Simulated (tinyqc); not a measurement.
Floating body of a partially depleted SOI transistor: body voltage and kink: two steps of the calculation.

Source at 0 V. Channel current Ic = 2 nf K Vt^2 [F(0) - F(Vd)](1 + la Vd), F(V) = ln^2(1 + exp((Vg - VT - nf V)/(2 nf Vt))), VT = VT0 - gb Vb. Saturation voltage Vs = 2 Vt sqrt(F(0)) + 3 Vt, excess Ve = (Vd - Vs + sqrt((Vd - Vs)^2 + 0.0004 V^2))/2, multiplication M1 = Ai Ve exp(-Bl/Ve). Each junction passes D(v) = J1 (exp(v/Vt) - 1) + J2 (exp(v/(2 Vt)) - 1). Bipolar current Ib = bb J1 (exp(Vb/Vt) - 1). The body settles where M1 (Ic + Ib) = D(Vb) + D(Vb - Vd) + Vb/Rb; drain current Id = (1 + M1)(Ic + Ib) - D(Vb - Vd).

Values chosen for this exercise; values of the order met in partially depleted silicon-on-insulator transistors: temperature T = 398 K; threshold at zero body voltage VT0 = 0.39 V; fall of the threshold per volt of body voltage gb = 0.26; slope factor nf = 1.16; gain factor per width K = 310 uA/(V^2 um); channel-length modulation factor la = 0.04 1/V; impact-ionisation prefactor Ai = 3.17 1/V; impact-ionisation voltage Bl = 4.7 V; diffusion saturation current of each junction J1 = 5.3e-10 uA/um; recombination saturation current of each junction J2 = 1.1e-6 uA/um; gain of the lateral bipolar transistor on the diffusion current bb = 3; resistance of a weak body tie to the source (1e9 stands for no tie, and the term is then dropped) Rb = 1e9 kohm um; gate voltage Vg = 0.94 V; drain voltage Vd = 1.5 V.

Constants: q = 1.602176634e-19 C, kB = 1.380649e-23 J/K, Vt = kB T/q. Results are converted to the units shown.

Question 1. New Vb. Current into the body I_in = M1 (Ic + Ib) - D(Vb - Vd), current out I_out = D(Vb) + Vb/Rb; f = ln(I_in/I_out), s = df/dVb by central differences over 1e-5 V, Vb(new) = Vb - f/s.

Vb after iteration 1 = 0.70183667 V

Give: Ic; Ve; M1; I_in; I_out; f; s; Vb after iteration 2.

Answer 1.

Ic = 75.994 uA/um
Ve = 0.76579 V
M1 = 0.0052444
I_in = 0.40497 uA/um
I_out = 0.43930 uA/um
f = -0.081375
s = -29.070 1/V
Vb after iteration 2 = 0.69904 V

Question 2. Drain current with floating and with grounded body. Id and VT at the converged Vb, Id at Vb = 0, their ratio, and the bipolar share Ib/(Ic + Ib).

converged Vb = 0.69903702 V

Wanted: VT; Id, floating; Id, grounded; ratio; bipolar share.

Answer 2.

VT = 0.20825 V
Id, floating = 77.379 uA/um
Id, grounded = 43.628 uA/um
ratio = 1.7736
bipolar share = 1.4682 %

The body rises to 0.699 V and lowers the threshold by 182 mV.

Range of the model: The multiplication law is an empirical form chosen for the exercise; self-heating and capacitive coupling to the body are left out, and the linear laws are rough once Vb passes about 0.7 V or M1 about 0.1.

Numbers from tinyqc (`OMP_NUM_THREADS=1 python tinyqc.py 2182087 2182088 out.jsonl`; about 0.2 s on one thread of a shared Intel Xeon 2.30GHz).
